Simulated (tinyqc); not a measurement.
What moves the results: model-solid line-up of a strained alloy layer on a substrate. A value that a table varies takes the place of the one given here.

All values of the alloy are linear in x but the gap, Eg(x) = (1 - x) Eg_A + x Eg_B - C x (1 - x), and the valence edge, Ev(x) = (1 - x) Ev_A + x Ev_B + fv C x (1 - x); Ec = Ev + Eg. Ev is the top of the unstrained valence band on a scale common to all materials. In the layer only the Gamma valley of the conduction band is followed, also where an X or L valley would lie lower.

Coherent growth on a (001) face: e_par = (a_s - a)/a, e_perp = -2 (C12/C11) e_par; exx = eyy = e_par, ezz = e_perp, no shear.

Strained edges: Ec + ac tr(e); the valence edges are Ev plus the levels of the 6 x 6 matrix of X, Y, Z times spin with -Dso/3 + l exx + m (eyy + ezz) on the diagonal (cyclic), n exy off it, l = av + 2 b, m = av - b, n = sqrt(3) d. Spin-orbit term (Dso/3) L.sigma on X, Y, Z with (L_k)_ij = -i epsilon_kij: <X+|H|Y+> = -i Dso/3, <X+|H|Z-> = Dso/3, <Y+|H|Z-> = -i Dso/3, <Z+|H|X-> = -Dso/3, <Z+|H|Y-> = i Dso/3, <X-|H|Y-> = i Dso/3, and their conjugates; + and - are the spin along z.

dEc = Ec(substrate) - Ec(layer), dEv = Ev(layer) - Ev(substrate); positive values confine the carrier in the layer. Type I: both of one sign; type II: opposite signs; type III: the gaps do not overlap.

Coherent growth: e_par = (a_s - a)/a. (001): e_perp = -2 (C12/C11) e_par; exx = eyy = e_par, ezz = e_perp, no shear. (111): e_perp = -(2 C11 + 4 C12 - 4 C44)/(C11 + 2 C12 + 4 C44) e_par; exx = eyy = ezz = (2 e_par + e_perp)/3 and exy = eyz = ezx = (e_perp - e_par)/3. (110): e_perp = -(C11 + 3 C12 - 2 C44)/(C11 + C12 + 2 C44) e_par; exx = eyy = (e_par + e_perp)/2, ezz = e_par, exy = (e_perp - e_par)/2, eyz = ezx = 0.

Parameters, chosen for this exercise (A near AlAs, B near InAs, substrate near InAs; the results hold for these values, not for the real material):
```
symbol  value           unit      meaning
a       (5.668, 6.063)  angstrom  lattice constant of A, B
Eg      (3.086, 0.416)  eV        gap at Gamma to the s-like level of A, B
Dso     (0.28, 0.391)   eV        spin-orbit splitting of A, B
Ev      (-1.32, -0.59)  eV        top of the unstrained valence band of A, B
ac      (-5.65, -5.14)  eV        conduction deformation potential of A, B
av      (2.5, 0.99)     eV        valence hydrostatic potential of A, B
b       (-2.3, -1.8)    eV        tetragonal shear potential of A, B
d       (-3.4, -3.61)   eV        trigonal shear potential of A, B
C11     (123.3, 82.3)   GPa       of A, B
C12     (53.9, 44.9)    GPa       of A, B
C44     (54.8, 40.1)    GPa       of A, B
C       0.659           eV        bowing of the gap
fv      0.2                       share of the bowing taken by the valence edge
a_s     6.063           angstrom  substrate
Eg_s    0.416           eV        lowest gap of the substrate
Ev_s    -0.59           eV        substrate valence edge
face    001                       growth face
x       0.84                      fraction of B
```

## Composition against offsets

Each composition is strained to the same substrate.

Results:
```
x     e_par (%)  relaxed gap (eV)  strained gap (eV)  valence splitting (meV)  dEc (eV)  dEv (eV)  type
0.56       2.95             1.428              1.044                      289    -0.561    -0.067     I
0.62       2.54             1.275              0.957                      242    -0.476    -0.065     I
0.68       2.13             1.127              0.870                      197    -0.393    -0.060     I
0.74       1.72             0.983              0.784                      154    -0.314    -0.054     I
0.80       1.32             0.845              0.698                      114    -0.237    -0.045     I
0.86       0.92             0.710              0.613                       76    -0.162    -0.035     I
0.92       0.52             0.581              0.528                       42    -0.091    -0.021     I
0.98       0.13             0.456              0.444                       10    -0.022    -0.006     I
```

What does this show, and why?

The layer stays under tension over this range. The strained gap runs from 1.044 to 0.444 eV, against 1.428 to 0.456 eV for the relaxed alloy: strain takes back part of the change that the composition makes. Strains above 2 % can be kept only in layers of a few nanometres. The line-up is type I throughout, with the layer as the barrier. Offsets below about 50 meV are within the spread of parameter sets, so those rows do not settle the type. Where the alloy is indirect its X or L edge, left out, lies lower and sets the real gap and dEc.

## The same layer on three faces

Composition and substrate are kept.

Results:
```
face   e_perp (%)  tr(e) (%)  shift of Ec (meV)  shift of Ev (meV)  valence splitting (meV)  gap (eV)
(001)      -1.099      1.008              -52.6               60.6                     88.7    0.6414
(111)      -0.579      1.527              -79.7               58.0                     72.9    0.6168
(110)      -0.684      1.422              -74.3               58.6                     76.1    0.6218
```

What can be read from the table?

The layer yields most along the normal on (001) and least on (111), so the volume change, and with it the shift of Ec, is largest on (111). The valence splitting, set by b on (001), by d on (111) and by both on (110), is largest on (001). The gaps span 25 meV, from (111) to (001).

## What each parameter does

Strained gap, valence splitting and offsets. Each row changes one parameter from the base and keeps the others.

Results:
```
case                        gap (eV)  splitting (meV)  dEc (eV)  dEv (eV)
base                          0.6414             88.7   -0.1869   -0.0384
x = 0.86                      0.6131             76.5   -0.1625   -0.0346
a_s = 6.083 angstrom          0.6028            119.4   -0.1702   -0.0166
C = 0.759 eV                  0.6279             88.7   -0.1762   -0.0358
fv = 0.4                      0.6414             88.7   -0.2046   -0.0207
Ev_s = -0.54 eV               0.6414             88.7   -0.1369   -0.0884
ac = (-6.498, -5.911) eV      0.6335             88.7   -0.1790   -0.0384
C12 = (61.985, 51.635) GPa    0.6477             96.0   -0.1955   -0.0362
b = (-2.645, -2.07) eV        0.6330            103.1   -0.1869   -0.0301
```

What can be read from the table?

The largest shifts from the base row, up to three for each result and ties (the steps differ in size, so this ranks the rows, not the parameters). gap (eV): a_s -0.0385, x -0.0283, C -0.0134; unchanged at the printed digits by fv and Ev_s. splitting (meV): a_s +30.8, b +14.4, x -12.2; unchanged at the printed digits by C, fv, Ev_s and ac. dEc (eV): Ev_s +0.0500, x +0.0244, fv -0.0177; unchanged at the printed digits by b. dEv (eV): Ev_s -0.0500, a_s +0.0219, fv +0.0177; unchanged at the printed digits by ac.

Computed by tinyqc, a small Python program: `OMP_NUM_THREADS=1 python tinyqc.py 1050990 1050991 out.jsonl` (the numbers bound the seed that draws the inputs); one thread of a shared host (Intel(R) Xeon(R) Processor @ 2.30GHz), about 0.01 s for the whole set of steps.
